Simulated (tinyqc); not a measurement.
# Six-transistor SRAM cell, nodal equations and margins, step by step

Computed by the program tinyqc: `OMP_NUM_THREADS=1 python tinyqc.py 2340090 2340091 out.jsonl`, one thread of a shared Intel Xeon 2.30GHz, about 0.1 s for the whole run. Printed values are rounded.

Two cross-coupled inverters (pull-down bn, pull-up bp) hold the nodes Q and QB; access transistors (ba, threshold VTn, gate on the word line at Vdd when selected) join them to the bit lines. Transistor (EKV form, voltages against the body): I = 2 n b Vt^2 [F(vp - Vs) - F(vp - Vd)] from drain to source, F(v) = ln^2(1 + exp(v/(2 Vt))), vp = (Vg - VT + sg |Vd - Vs|)/n. n-channel bodies are at 0; for the p-channel device all voltages are counted down from Vdd. b in uA/V^2 gives I in uA. For an access transistor the bit line is the drain and the node the source. In a read both bit lines are at Vdd. The cell is symmetric (no mismatch).

Values chosen for this exercise: temperature T = 250 K; supply voltage Vdd = 0.75 V; slope factor n = 1.44; drain-induced barrier lowering sg = 0.069; n-channel threshold VTn = 0.41 V; p-channel threshold (magnitude) VTp = 0.38 V; gain factor of the pull-down transistor bn = 190 uA/V^2; gain factor of the access transistor ba = 130 uA/V^2; gain factor of the pull-up transistor bp = 100 uA/V^2.

Constants: q = 1.602176634e-19 C, kB = 1.380649e-23 J/K, Vt = kB T/q. Results are converted to the units shown.

## Iteration 1: node voltages in a read by Newton steps

(Q, QB) at the start (V): Q 0.000000, QB 0.750000

F1 = In(gate QB, drain Q) - Ip(gate QB, drain Q) - Ia(bit line, Q), F2 the same with Q and QB exchanged; J by central differences with +/- 1e-6 V; solve J d = -F, limit each component to +/- 0.15 V and add.

F1, F2 (uA): [-6.93135, 0.00000]

J (uS):
```
,Q,QB
F1,117.667,0.000
F2,0.000,36.921
```

(Q, QB) after iteration 1 (V): Q 0.058906, QB 0.750000

## Iteration 2: node voltages in a read by Newton steps

As before.

F1, F2 (uA): [-0.798371, 0.000010]

J (uS):
```
,Q,QB
F1,90.4891,11.4412
F2,0.0005,30.9449
```

(Q, QB) after iteration 2 (V): Q 0.067729, QB 0.749999

## Course of the iteration: node voltages in a read by Newton steps

Stop when the largest change of (Q, QB) is below 1e-9 V, or after 30 iterations. The rule counts as met only at the stable state with Q low.

Course of the iteration:
```
iteration,Q (V),largest |change| of one entry (V)
1,0.0589064,0.0589
2,0.0677293,8.82e-3
3,0.0679392,2.10e-4
4,0.0679394,1.19e-7
5,0.0679394,3.84e-14
```

Converged in 5 iterations. At the end the number of correct digits about doubles with each step.

## Read current and disturbance

(Q, QB) (V): Q 0.0679394, QB 0.749999

Iread = Ia(bit line at Vdd, source Q); cell ratio bn/ba; time to pull a bit line of 20 fF down by 0.1 V at that current.

Iread = 3.79129 uA
cell ratio = 1.46154
time = 527.525 ps

The read lifts the low node to 67.9 mV, against a balance point of 376 mV.

## The largest square in the read butterfly

```
point,c (V)
0,0.12
1,0.19
2,0.27
3,0.33
4,0.39
5,0.42
6,0.46
```

f(x) is the node voltage of one half-cell in a read for input x (In - Ip - Ia = 0). Static noise margin: side of the largest square between the curve (x, f(x)) and its mirror image (f(y), y); with h(c) the root x of f(x) - x = c, it is the maximum over c > 0 of h(c) - h(-c) + c.

```
point,h(c) (V),h(-c) (V),side (V)
0,0.368093,0.393650,0.094443
1,0.363569,0.423759,0.129810
2,0.358241,0.467903,0.160338
3,0.352665,0.502542,0.180124
4,0.336948,0.537563,0.189384
5,0.319894,0.555409,0.184485
6,0.287424,0.580068,0.167357
```

The maximum over c is 189.5 mV, the read margin; with the word line off (no Ia) the same construction gives 314.3 mV.
